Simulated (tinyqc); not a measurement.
Monte Carlo simulation of one carrier in a uniform electric field: one step, computed by the program tinyqc.

The force e F acts along +z. Flights end at the constant total rate Gamma; the part of Gamma that the real rates do not fill is self-scattering, which leaves k unchanged. One valley, no impurities and no intervalley scattering.

Question. Flight 1. Kane band: hbar^2 k^2/(2 m) = E (1 + alpha E), speed v = hbar k/(m (1 + 2 alpha E)), states per spin, volume and energy g(E) = m k (1 + 2 alpha E)/(2 pi^2 hbar^2); overlap factors are set to 1. Masses are multiplied by m_0 and all formulas are in SI units. Flight: t = -ln(r1)/Gamma; k_z grows by e F t/hbar; E follows from the band; dz = (E_end - E_start)/(e F). Use row 1 of the random numbers.

Inputs (values chosen for the exercise, modelled on CdS):

| quantity | value | unit |
|---|---|---|
| effective mass m | 0.204 | m_0 |
| non-parabolicity alpha | 0.29 | 1/eV |
| lattice temperature T | 77 | K |
| electric field F | 0.52 | kV/cm |

Crystal: polar. Band: Kane.

starting wave vector (1/nm): 0.056  0.15  0.15

Random numbers (0.02 to 0.98, from up to 60 sets tried for early real events), one row a flight:
```
       r1      r2      r3      r4
1  0.0373  0.3362  0.3297  0.1736
2  0.8688  0.1840  0.6528  0.2666
3  0.5743  0.3968  0.8855  0.0677
4  0.5419  0.5353  0.8319  0.7933
5  0.5072  0.8221  0.9678  0.1917
6  0.3704  0.9385  0.4942  0.7272
7  0.2865  0.8419  0.8317  0.1043
```

Gamma = 53.01131 1e12/s

Constants: e = 1.602176634e-19 C; hbar = 1.054571817e-34 J s; m_0 = 9.1093837015e-31 kg.

Give: flight time t; k at the end of the flight; energy at the end; displacement dz.

Answer.

flight time t = 62.04 fs

k at the end of the flight (1/nm): 0.0560  0.1500  0.1549

energy at the end = 9.244 meV

displacement dz = 5.339 nm
